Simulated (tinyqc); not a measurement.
# Floating body of a partially depleted SOI transistor: body voltage and kink: what changes with what

Source at 0 V. Channel current Ic = 2 nf K Vt^2 [F(0) - F(Vd)](1 + la Vd), F(V) = ln^2(1 + exp((Vg - VT - nf V)/(2 nf Vt))), VT = VT0 - gb Vb. Saturation voltage Vs = 2 Vt sqrt(F(0)) + 3 Vt, excess Ve = (Vd - Vs + sqrt((Vd - Vs)^2 + 0.0004 V^2))/2, multiplication M1 = Ai Ve exp(-Bl/Ve). Each junction passes D(v) = J1 (exp(v/Vt) - 1) + J2 (exp(v/(2 Vt)) - 1). Bipolar current Ib = bb J1 (exp(Vb/Vt) - 1). The body settles where M1 (Ic + Ib) = D(Vb) + D(Vb - Vd) + Vb/Rb; drain current Id = (1 + M1)(Ic + Ib) - D(Vb - Vd).

Values chosen for this exercise; values of the order met in partially depleted silicon-on-insulator transistors:

| symbol | value | unit | meaning |
|---|---|---|---|
| T | 330 | K | temperature |
| VT0 | 0.49 | V | threshold at zero body voltage |
| gb | 0.16 |  | fall of the threshold per volt of body voltage |
| nf | 1.36 |  | slope factor |
| K | 380 | uA/(V^2 um) | gain factor per width |
| la | 0.09 | 1/V | channel-length modulation factor |
| Ai | 3.45 | 1/V | impact-ionisation prefactor |
| Bl | 6.1 | V | impact-ionisation voltage |
| J1 | 7.2e-11 | uA/um | diffusion saturation current of each junction |
| J2 | 1.7e-7 | uA/um | recombination saturation current of each junction |
| bb | 0.5 |  | gain of the lateral bipolar transistor on the diffusion current |
| Rb | 1e9 | kohm um | resistance of a weak body tie to the source (1e9 stands for no tie, and the term is then dropped) |
| Vg | 0.97 | V | gate voltage |
| Vd | 2.3 | V | drain voltage |

Constants: q = 1.602176634e-19 C, kB = 1.380649e-23 J/K, Vt = kB T/q. Results are converted to the units shown.

Each table varies one quantity; the others keep the values above.

## Output curve and kink

Rows with more than one solution for Vb (latch) are left out; dId/dVd by a forward difference over 1e-4 V, swing = 1e-4 V over the change of log10 Id; M1 under 1e-12 is printed as 0.

Results:
```
Vd (V)  Vb (V)        M1  Id, floating (uA/um)  Id, grounded (uA/um)  ratio  dId/dVd, floating (uS/um)  dId/dVd, grounded (uS/um)
0.84    0.1974  1.321e-7                 39.34                 34.64  1.136                      50.25                      2.899
1       0.4262  1.175e-5                 45.77                 35.11  1.304                      28.29                      2.927
1.32    0.5901  0.001537                 51.70                 36.14  1.430                      14.12                      3.882
1.48    0.6314  0.006101                 53.94                 36.88  1.463                      14.39                      5.401
1.64    0.6620   0.01704                 56.46                 37.92  1.489                      17.58                      7.813
1.8     0.6858   0.03780                 59.71                 39.42  1.515                      23.63                      11.08
```

Estimate the missing row, Vd = 1.16 V.

Computed row:
```
Vd (V)  Vb (V)        M1  Id, floating (uA/um)  Id, grounded (uA/um)  ratio  dId/dVd, floating (uS/um)  dId/dVd, grounded (uS/um)
1.16    0.5298  2.189e-4                 49.24                 35.59  1.383                      17.30                      3.148
```

With this row back in the table: Vb rises from 0.197 to 0.686 V and the ratio of the currents rises from 1.14 to 1.51. The output conductance with a floating body exceeds the grounded value by the largest factor among the rows, 17.3, at Vd = 0.84 V, where Vb = 0.197 V and M1 = 1.32e-7.

## Transfer curve and swing

Same model as above.

Result of one run:
columns A: Vg (V); B: Vb (V); C: M1; D: Id, floating (uA/um); E: Id, grounded (uA/um); F: ratio; G: swing, floating (mV/decade); H: swing, grounded (mV/decade)
```
A          B       C      D      E      F      G      H
0.64  0.7089  0.3396  19.21  6.049  3.176  338.1  218.0
```

What becomes of these results when the gate voltage Vg is changed from 0.64 to 0.44 V, all else the same?

Result of the changed run:
columns A: Vg (V); B: Vb (V); C: M1; D: Id, floating (uA/um); E: Id, grounded (uA/um); F: ratio; G: swing, floating (mV/decade); H: swing, grounded (mV/decade)
```
A          B       C      D       E      F      G      H
0.44  0.6526  0.4360  2.249  0.2626  8.564  141.4  109.9
```

The whole series:
columns A: Vg (V); B: Vb (V); C: M1; D: Id, floating (uA/um); E: Id, grounded (uA/um); F: ratio; G: swing, floating (mV/decade); H: swing, grounded (mV/decade)
```
A          B       C         D         E      F      G      H
0.04  0.2411  0.4861  3.621e-5  1.339e-5  2.703  69.23  90.33
0.14  0.4061  0.4852  0.001006  1.743e-4  5.772  70.69  89.64
0.24  0.5167  0.4813   0.02183  0.002245  9.726  80.00  90.85
0.34  0.5960  0.4678    0.3051   0.02696  11.32  97.76  95.37
0.44  0.6526  0.4360     2.249    0.2626  8.564  141.4  109.9
0.54  0.6878  0.3896     8.310     1.653  5.026  223.7  147.3
0.64  0.7089  0.3396     19.21     6.049  3.176  338.1  218.0
0.74  0.7220  0.2918     34.16     14.53  2.351  471.6  317.8
0.84  0.7306  0.2479     52.36     26.96  1.942  614.6  435.5
```

Vb rises from 0.241 to 0.731 V. The smallest swing among the rows is 69.2 mV a decade with a floating body (at Vg = 0.04 V) and 89.6 with a grounded one; Vt ln 10 = 65.5. The floating swing is smaller by more than 3 % for Vg = 0.04, 0.14, 0.24 V, where the rising Vb lowers the threshold as Vg rises. In the first row the floating body raises the current by a factor of 2.70.

Range of the model: The multiplication law is an empirical form chosen for the exercise; self-heating and capacitive coupling to the body are left out, and the linear laws are rough once Vb passes about 0.7 V or M1 about 0.1.

Computed by the program tinyqc: `OMP_NUM_THREADS=1 python tinyqc.py 2182219 2182220 out.jsonl`, one thread of a shared Intel Xeon 2.30GHz, about 0.2 s for the whole run.
